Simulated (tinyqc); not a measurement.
Tail absorption against field: Franz-Keldysh effect at a direct gap.

Parabolic bands, vertical transitions, no excitons. For each hole band j: mr = me mj/(me + mj); joint density of states J_j(E) = (mr/c)^(3/2) sqrt(E - Eg)/(2 pi^2), both spins, c = hbar^2/2m0; averaged matrix element |e.p|^2 = m0 Ep/6; alpha_j(E) = 4 pi^2 alpha_f c Ep J_j/(3 nr E) in 1/angstrom (alpha_f the fine-structure constant, listed as alpha among the constants), times 1e8 for 1/cm.

In a field Fd (1 kV/cm = 1e-5 V/angstrom) the electro-optic energy of band j is th = (c (e Fd)^2/mr)^(1/3), and sqrt(E - Eg) in J_j is replaced by pi sqrt(th) [Ai'(b)^2 - b Ai(b)^2] with b = (Eg - E)/th; Ai is the Airy function.

Constants: hbar^2/2m0 = 3.80998211 eV angstrom^2; fine-structure constant alpha = 0.007297352564.

Inputs chosen for the exercise (near those of InP; the results hold for these values, not for the real material): Eg = 1.336 eV (direct gap); me = 0.0779 m0 (electron mass); mhh = 0.615 m0 (heavy-hole mass); mlh = 0.0864 m0 (light-hole mass); Ep = 20.7 eV (Kane energy); nr = 3.4 (refractive index); det = 25 meV (detuning below the gap).

At E = Eg - det; the field takes the values listed. The last column is the length for 10 dB of loss.

Results:
```
Fd (kV/cm),th heavy (meV),b heavy,alpha (1/cm),length (micrometre)
10,8.20,3.049,0.228,1.01e+05
20,13.01,1.921,8.41,2.74e+03
40,20.66,1.210,69.9,330
60,27.07,0.924,160,144
100,38.05,0.657,348,66.1
150,49.86,0.501,557,41.3
250,70.09,0.357,891,25.8
400,95.89,0.261,1.26e+03,18.3
```

How do the results move, and what explains it?

alpha grows by 2.8 decades from 10 to 60 kV/cm and by a factor 1.42 over the last step, where the field grows by 1.6: the exponent (4/3) b^(3/2) goes as 1/Fd, so the gain is steep only while b > 1 (deep in the tail the light-hole pair, with its smaller b, carries most of it), that is up to 40 kV/cm of those listed. Values below about 10 1/cm lie under the Urbach and exciton tails of a real crystal, left out here.

Run: tinyqc, `OMP_NUM_THREADS=1 python tinyqc.py 1680266 1680267 out.jsonl`; Intel(R) Xeon(R) Processor @ 2.30GHz, one thread, shared host; about 0.01 s of CPU time with all checks.
